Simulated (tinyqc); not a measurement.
# CMOS inverter, nodal equation and switching: what changes with what

An n-channel pull-down (bn, VTn) and a p-channel pull-up (bp, VTp) share the input Vin and the output node Vout, which carries the load C. Transistor (EKV form, voltages against the body): I = 2 n b Vt^2 [F(vp - Vs) - F(vp - Vd)] from drain to source, F(v) = ln^2(1 + exp(v/(2 Vt))), vp = (Vg - VT + sg |Vd - Vs|)/n. n-channel bodies are at 0; for the p-channel device all voltages are counted down from Vdd. b in uA/V^2 gives I in uA. Static: In = Ip. Transient: C dVout/dt = Ip - In. No velocity saturation, no gate capacitance beyond C.

Inputs (values chosen for the exercise):

| symbol | value | unit | meaning |
|---|---|---|---|
| T | 400 | K | temperature |
| Vdd | 0.9 | V | supply voltage |
| n | 1.35 |  | slope factor |
| sg | 0.03 |  | drain-induced barrier lowering |
| VTn | 0.34 | V | n-channel threshold |
| VTp | 0.28 | V | p-channel threshold (magnitude) |
| bn | 240 | uA/V^2 | gain factor of the pull-down transistor |
| bp | 190 | uA/V^2 | gain factor of the pull-up transistor |
| C | 3.9 | fF | load capacitance |

Constants: q = 1.602176634e-19 C, kB = 1.380649e-23 J/K, Vt = kB T/q. Results are converted to the units shown.

Each table varies one quantity; the others keep the values above.

## Energy per operation against supply voltage

For a step input the delay to Vdd/2 is tHL = C times the integral of dV/(In - Ip) from Vdd/2 to Vdd at Vin = Vdd, and tLH likewise with Ip - In from 0 to Vdd/2 at Vin = 0. A chain of 20 such gates sets the cycle time tc = 20 (tHL + tLH)/2; per gate and cycle the switching energy is 0.2 C Vdd^2 and the leakage energy Vdd Ileak tc, Ileak the mean supply current at Vin = 0 and Vdd.

Energy per operation against supply voltage:

| Vdd (V) | tc (ns) | switching (aJ) | leakage (aJ) | total (aJ) |
|---|---|---|---|---|
| 0.15 | 371.0 | 17.55 | 57.66 | 75.21 |
| 0.2 | 170.4 | 31.20 | 36.93 | 68.13 |
| 0.25 | 81.20 | 48.75 | 22.77 | 71.52 |
| 0.3 | 40.78 | 70.20 | 14.18 | 84.38 |
| 0.35 | 22.01 | 95.55 | 9.212 | 104.8 |
| 0.4 | 12.90 | 124.8 | 6.371 | 131.2 |
| 0.5 | 5.648 | 195.0 | 3.712 | 198.7 |
| 0.6 | 3.176 | 280.8 | 2.668 | 283.5 |
| 0.8 | 1.533 | 499.2 | 1.947 | 501.1 |
| 1 | 0.9749 | 780.0 | 1.754 | 781.8 |

What does the comparison show?

The total energy goes from 75.2 through a minimum of 68.1 (at Vdd = 0.2 V among the rows listed) to 782 aJ, while the cycle time falls from 371 to 0.975 ns. Leakage makes up 77 % of the total in the first row and 0.22 % in the last. Below threshold the cycle lengthens exponentially and leakage flows for all of it, hence the minimum. For Vdd = 0.8 to 1 V the overdrive passes 0.5 V, where velocity saturation, left out here, would lengthen the delays of short devices. For Vdd = 0.15 to 0.3 V the supply is below a threshold, where mismatch, left out here, dominates margins and delay.

## Effect of the gain factor of the pull-up transistor

Same model as above.

VM solves In = Ip with Vin = Vout; VIL and VIH are the inputs of gain -1, NML = VIL - Vout(VIH), NMH = Vout(VIL) - VIH.

Result of one run:

| bp (uA/V^2) | VM (V) | gain at VM | NML (V) | NMH (V) | tHL (ps) | tLH (ps) |
|---|---|---|---|---|---|---|
| 48 | 0.4009 | -33.27 | 0.2972 | 0.4083 | 58.65 | 241.2 |

What becomes of these results when the gain factor of the pull-up transistor bp is changed from 48 to 110 uA/V^2, all else the same?

Result of the changed run:

| bp (uA/V^2) | VM (V) | gain at VM | NML (V) | NMH (V) | tHL (ps) | tLH (ps) |
|---|---|---|---|---|---|---|
| 110 | 0.4409 | -33.28 | 0.3399 | 0.3637 | 58.65 | 105.2 |

The whole series:

| bp (uA/V^2) | VM (V) | gain at VM | NML (V) | NMH (V) | tHL (ps) | tLH (ps) |
|---|---|---|---|---|---|---|
| 48 | 0.4009 | -33.27 | 0.2972 | 0.4083 | 58.65 | 241.2 |
| 74 | 0.4216 | -33.27 | 0.3193 | 0.3852 | 58.65 | 156.4 |
| 110 | 0.4409 | -33.28 | 0.3399 | 0.3637 | 58.65 | 105.2 |
| 170 | 0.4622 | -33.27 | 0.3630 | 0.3401 | 58.66 | 68.10 |
| 270 | 0.4849 | -33.25 | 0.3878 | 0.3151 | 58.66 | 42.87 |
| 410 | 0.5054 | -33.22 | 0.4105 | 0.2928 | 58.66 | 28.23 |
| 630 | 0.5264 | -33.18 | 0.4337 | 0.2702 | 58.66 | 18.37 |
| 960 | 0.5467 | -33.11 | 0.4564 | 0.2485 | 58.67 | 12.06 |

As bp goes from 48 to 960 uA/V^2, VM rises from 0.401 to 0.547 V, the size of the gain goes from 33.27 through a maximum of 33.28 (at bp = 110 uA/V^2 among the rows listed) to 33.11, tHL stays near 58.7 ps and tLH falls from 241 to 12.1 ps. The smaller margin is largest, 0.340 V, at bp = 170 uA/V^2 among the rows. A stronger pull-up raises VM and trades low-side against high-side margin. In every row the overdrive passes 0.5 V, where velocity saturation, left out here, would lengthen the delays of short devices.

Computed by the program tinyqc: `OMP_NUM_THREADS=1 python tinyqc.py 2340087 2340088 out.jsonl`, one thread of a shared Intel Xeon 2.30GHz, about 0.03 s for the whole run.
